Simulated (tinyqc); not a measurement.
# Schottky barrier on an n-type semiconductor, non-linear Poisson equation by Newton steps, step by step

tinyqc, about 0.04 s, one thread, Intel Xeon 2.30GHz (shared host): `OMP_NUM_THREADS=1 python tinyqc.py 2020121 2020122 out.jsonl` Printed values are rounded.

One dimension, metal at x = 0, donor density C(x) = Nd, uniform. Energies are counted from the electron Fermi level of the semiconductor and the conduction-band edge is Ec = -psi, so n = Nc exp(psi/Vt); holes follow the Fermi level of the metal, at -V, so p = Nv exp((V - psi - Eg)/Vt). Ends: psi(0) = V - phiB and psi = Vt ln(Nd/Nc) deep inside. Boltzmann statistics, full ionisation, no current, no image force in the Poisson equation.

Values chosen for this exercise; band and dielectric values close to those of In0.53Ga0.47As:
- T = 300 K (temperature)
- Eg = 0.754 eV (band gap)
- eps_r = 13.7 (relative permittivity)
- Nc = 2.13e17 cm^-3 (conduction-band density of states at T)
- Nv = 7.68e18 cm^-3 (valence-band density of states at T)
- Nd = 2.2e16 cm^-3 (donor density deep in the semiconductor)
- phiB = 0.48 eV (barrier height)
- V = 0 V (bias of the metal against the semiconductor)

Constants: q = 1.602176634e-19 C, kB = 1.380649e-23 J/K, Vt = kB T/q, eps0 = 8.8541878128e-14 F/cm where lengths are in cm. Results are converted to the units shown.

## End potentials, built-in voltage, Debye length

psi_0 = V - phiB, psi_b = Vt ln(Nd/Nc), Vbi = phiB - Vt ln(Nc/Nd), LD = sqrt(eps0 eps_r Vt/(q Nd)), W = sqrt(2 eps0 eps_r (Vbi - V)/(q Nd)), hole density at the metal p_0 = Nv exp((phiB - Eg)/Vt).

psi_0 = -0.48 V
psi_b = -0.05869050 V
Vbi = 0.4213095 V
LD = 29.82739 nm
W for uniform Nd = 170.2879 nm
p_0 = 1.915860e14 cm^-3

The hole density at the metal is 0.0087 times Nd, so holes hardly matter.

## Doping on the mesh

x, node 0 to 12 (nm): 0  16  34.5  55.9  80.6  109  142  180  224  275  334  403  481

C = Nd, uniform, taken at the nodes.

donor density C, node 0 to 12 (cm^-3): 2.2e16  2.2e16  2.2e16  2.2e16  2.2e16  2.2e16  2.2e16  2.2e16  2.2e16  2.2e16  2.2e16  2.2e16  2.2e16

## Couplings between neighbouring nodes

a_i = eps0 eps_r/h_i for the interval from node i to i + 1, with h_i = x_(i+1) - x_i in cm.

coupling a_i, interval 0 to 11 (F/cm^2): 7.581398e-7  6.556885e-7  5.668335e-7  4.911027e-7  4.271210e-7  3.675829e-7  3.192168e-7  2.756872e-7  2.378478e-7  2.055972e-7  1.758005e-7  1.555159e-7

## Starting potential

The parabola psi_b - (psi_b - psi_0)(1 - x/W)^2 for x < W and psi_b beyond, with psi_0 = V - phiB, psi_b = Vt ln(Nd/Nc), W = sqrt(2 eps0 eps_r (psi_b - psi_0)/(q Nd)).

psi at the start, node 0 to 12 (V): -0.4800000  -0.4045482  -0.3265801  -0.2487956  -0.1755600  -0.1132641  -0.0703166  -0.0586905  -0.0586905  -0.0586905  -0.0586905  -0.0586905  -0.0586905

## Iteration 1: densities, residual and Jacobian diagonal

n_i = Nc exp(psi_i/Vt), p_i = Nv exp((V - psi_i - Eg)/Vt), rho_i = p_i - n_i + C_i, g_i = (n_i + p_i)/Vt. Box widths w_i = (h_(i-1) + h_i)/2 in cm. Residual F_i = a_i (psi_(i+1) - psi_i) - a_(i-1) (psi_i - psi_(i-1)) + q rho_i w_i; Jacobian: a_(i-1) and a_i beside the diagonal, b_i = -a_(i-1) - a_i - q g_i w_i on it. The two end nodes are fixed.

```
node	n (cm^-3)	p (cm^-3)
0	1.839647e9	1.915860e14
1	3.406196e10	1.034734e13
2	6.951461e11	5.070167e11
3	1.408631e13	2.502079e10
4	2.393872e14	1.472303e9
5	2.664562e15	1.322734e8
6	1.403177e16	2.511804e7
7	2.2e16	1.602048e7
8	2.2e16	1.602048e7
9	2.2e16	1.602048e7
10	2.2e16	1.602048e7
11	2.2e16	1.602048e7
12	2.2e16	1.602048e7
```

```
node	residual F (C/cm^2)	diagonal b (F/cm^2)
1	2.850337e-12	-1.413939e-6
2	-6.013261e-14	-1.222537e-6
3	-5.192859e-12	-1.058138e-6
4	-1.018294e-10	-9.221627e-7
5	-1.310613e-9	-8.454008e-7
6	-7.543420e-9	-9.955143e-7
7	-3.711251e-9	-1.153918e-6
8	1.219213e-17	-1.161173e-6
9	1.411720e-17	-1.193342e-6
10	1.642729e-17	-1.254005e-6
11	1.886572e-17	-1.333451e-6
```

## Iteration 1: Newton step

Solve the tridiagonal system a_(i-1) d_(i-1) + b_i d_i + a_i d_(i+1) = -F_i for nodes 1 to 11, with d = 0 on fixed nodes. If the largest |d| exceeds 4 Vt, the whole step is scaled down so that it equals 4 Vt.

Newton step d, before damping, node 1 to 11 (V): -0.00190737  -0.00411743  -0.00667394  -0.00961684  -0.01285086  -0.01481559  -0.00777515  -0.00192699  -0.00039545  -0.00006606  -0.00000871
psi after iteration 1, node 0 to 12 (V): -0.4800000  -0.4064555  -0.3306975  -0.2554695  -0.1851769  -0.1261150  -0.0851322  -0.0664656  -0.0606175  -0.0590859  -0.0587566  -0.0586992  -0.0586905

## Iteration 2: densities, residual and Jacobian diagonal

As before.

```
node	n (cm^-3)	p (cm^-3)
0	1.839647e9	1.915860e14
1	3.163933e10	1.113964e13
2	5.927974e11	5.945550e11
3	1.088128e13	3.239054e10
4	1.650233e14	2.135763e9
5	1.620843e15	2.174490e8
6	7.910821e15	4.455298e7
7	1.628568e16	2.164175e7
8	2.041976e16	1.726027e7
9	2.166603e16	1.626743e7
10	2.194386e16	1.606147e7
11	2.199259e16	1.602588e7
12	2.2e16	1.602048e7
```

```
node	residual F (C/cm^2)	diagonal b (F/cm^2)
1	7.953570e-15	-1.413948e-6
2	-5.052298e-16	-1.222537e-6
3	-1.590119e-13	-1.058092e-6
4	-6.247529e-12	-9.209391e-7
5	-1.381250e-10	-8.255426e-7
6	-1.092359e-9	-8.608466e-7
7	-5.927250e-10	-1.008719e-6
8	-4.537766e-11	-1.114654e-6
9	-2.256604e-12	-1.181958e-6
10	-7.357906e-14	-1.251778e-6
11	-1.469830e-15	-1.333114e-6
```

## Iteration 2: Newton step

As before.

Newton step d, before damping, node 1 to 11 (in units of 1e-3 V): -0.344534  -0.742976  -1.203896  -1.735950  -2.344113  -2.871678  -1.622907  -0.463002  -0.097941  -0.016450  -0.002170
psi after iteration 2, node 0 to 12 (V): -0.4800000  -0.4068001  -0.3314405  -0.2566734  -0.1869128  -0.1284591  -0.0880039  -0.0680885  -0.0610805  -0.0591839  -0.0587730  -0.0587014  -0.0586905

## Course of the Newton iteration

Stop when the largest undamped |d| is below 1e-9 V, or after 80 iterations.

Course of the iteration:
```
iteration	largest |F| (C/cm^2)	largest |d| (V)	at node
1	7.54e-9	0.0148	6
2	1.09e-9	2.87e-3	6
3	2.68e-11	7.87e-5	6
4	1.95e-14	5.90e-8	6
5	1.38e-20	3.53e-14	6
```

Converged in 5 iterations. Once the step is below 0.1 Vt, 2 more iteration(s) reach the threshold: near the solution the error is roughly squared each time.

## Converged densities, field and barrier lowering

converged psi, node 0 to 12 (V): -0.4800000  -0.4068094  -0.3314606  -0.2567060  -0.1869598  -0.1285226  -0.0880827  -0.0681395  -0.0610962  -0.0591873  -0.0587736  -0.0587014  -0.0586905

n and p as above; E_i = -(psi_(i+1) - psi_i)/h_i; at the metal |E_0| = |E on interval 0| + q rho_0 (h_0/2)/(eps0 eps_r), rho_0 = p_0 - n_0 + C_0; image-force lowering dphi = sqrt(q |E_0|/(4 pi eps0 eps_r)).

```
node	n (cm^-3)	p (cm^-3)
0	1.839647e9	1.915860e14
1	3.120921e10	1.129316e13
2	5.755554e11	6.123662e11
3	1.037309e13	3.397739e10
4	1.540258e14	2.288257e9
5	1.476712e15	2.386726e8
6	7.057586e15	4.993926e7
7	1.526462e16	2.308939e7
8	2.004513e16	1.758286e7
9	2.158128e16	1.633131e7
10	2.192942e16	1.607205e7
11	2.199068e16	1.602727e7
12	2.2e16	1.602048e7
```

field E, interval 0 to 11 (kV/cm): -45.74414  -40.72909  -34.93203  -28.23734  -20.57649  -12.25451  -5.24819  -1.60076  -0.37430  -0.07012  -0.01045  -0.00140
|E_0| at the metal = 48.08901 kV/cm
image-force lowering = 22.48219 mV

A mesh of about 1000 nodes or more gives |E_0| = 47.95 kV/cm; the 13-node value is 0.28 % above it.

## Check against the first integral

First integral for uniform doping: E_0^2 = (2 q/(eps0 eps_r)) [Nd (U - Vt + Vt exp(-U/Vt)) + Vt p_0], U = Vbi - V, Vbi = phiB - Vt ln(Nc/Nd), p_0 = Nv exp((phiB - Eg)/Vt) (deep holes neglected). Image-force lowering dphi = sqrt(q E_0/(4 pi eps0 eps_r)), at x_m = sqrt(q/(16 pi eps0 eps_r E_0)). Depletion approximation: E = sqrt(2 q Nd U/(eps0 eps_r)).

E_0 = 47.95351 kV/cm
dphi = 22.45049 mV
x_m = 2.340860 nm
field in the depletion approximation = 49.48203 kV/cm

The depletion approximation is 3.2 % above the exact field. The lowering is 0.87 Vt, a factor of 2.38 in a thermionic current.
